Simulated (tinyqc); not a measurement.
Hubbard ring of 6 sites, step by step. One step of it, computed by the program tinyqc.

Problem. Mean-field iteration 1. H(up) = T + U n(down), H(down) = T + U n(up); fill the lowest levels; n(new) = n + mixing (n(out) - n); E = tr T (rho up + rho down) + U sum n_up n_down of the output.

one-body matrix (hopping and site energies) (eV), lower triangle:
```
,1,2,3,4,5,6
1,-0.290000
2,-1.880000,1.000000
3,0.000000,-1.880000,0.670000
4,0.000000,0.000000,-1.880000,0.660000
5,0.000000,0.000000,0.000000,-1.880000,0.620000
6,-1.880000,0.000000,0.000000,0.000000,-1.880000,0.070000
```

U = 7.300000 eV

electrons, up and down: 3  3

mixing = 1

n(up) at the start (a guess, not normalised): 1 0.950000, 2 0.050000, 3 0.950000, 4 0.050000, 5 0.950000, 6 0.050000

n(down) at the start (a guess): 1 0.050000, 2 0.950000, 3 0.050000, 4 0.950000, 5 0.050000, 6 0.950000

Give: levels, up; levels, down; energy; n(up) after iteration 1; n(down) after iteration 1.

Solution.

levels, up (eV): -1.125  0.071  0.504  7.679  8.229  9.272

levels, down (eV): -0.918  0.262  0.686  7.409  8.072  9.119

energy = -2.715 eV

n(up) after iteration 1: 1 0.914, 2 0.087, 3 0.901, 4 0.100, 5 0.893, 6 0.105

n(down) after iteration 1: 1 0.122, 2 0.879, 3 0.103, 4 0.898, 5 0.097, 6 0.902
